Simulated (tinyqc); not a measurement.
Nudged elastic band on a two-dimensional model surface: one step, computed by the program tinyqc.

V(x, y) = h u^2 + t x + (kappa/2)(y + c u)^2 with u = x^2/w^2 - 1; the path runs from the minimum near (-w, 0) to that near (w, 0).

Question. Iteration 2. Tangent at image i: towards the higher neighbour if the energies rise or fall through i; at a maximum or minimum, tau = t+ dmax + t- dmin if V(i+1) > V(i-1), else t+ dmin + t- dmax, with t+ = R(i+1) - R(i), t- = R(i) - R(i-1) and dmax, dmin the larger and smaller of |V(i+1) - V(i)| and |V(i-1) - V(i)|; then normalise. Force F = -grad V + (grad V.tau) tau + k_s (|t+| - |t-|) tau. With a climbing image, the highest image feels instead F = -grad V + 2 (grad V.tau) tau and no spring. Update R(new) = R + eta F; the end points stay fixed.

Inputs (values chosen for the exercise, for a model surface):

| quantity | value | unit |
|---|---|---|
| height h | 1.3 | eV |
| half width w | 0.81 | angstrom |
| transverse stiffness kappa | 3.9 | eV/angstrom^2 |
| curvature c | 0.56 | angstrom |
| tilt t | -0.35 | eV/angstrom |
| spring constant k_s | 7.1 | eV/angstrom^2 |
| step factor eta | 0.018 | angstrom^2/eV |

Surface: curved double well. Climbing image: on.

images after iteration 1 (angstrom):
```
                  x          y
image 1  -0.4624434  0.0420669
image 2  -0.1148803  0.0428403
image 3   0.1854477  0.0339447
image 4   0.5086517  0.0102711
```

positions (angstrom):
```
                 x           y
start   -0.7869447   0.0314252
end      0.8312377  -0.0297507
saddle  -0.0442930   0.5583255
```

Give: unit tangents; forces; images after iteration 2.

Answer.

unit tangents:
```
               x         y
image 1  1.00000   0.00223
image 2  0.99975  -0.02246
image 3  0.99956  -0.02961
image 4  0.99733  -0.07305
```

forces (eV/angstrom):
```
              x       y
image 1  0.1596  1.3154
image 2  1.0168  1.9293
image 3  0.2270  2.0002
image 4  0.1213  1.5599
```

images after iteration 2 (angstrom):
```
                x        y
image 1  -0.45957  0.06574
image 2  -0.09658  0.07757
image 3   0.18953  0.06995
image 4   0.51084  0.03835
```
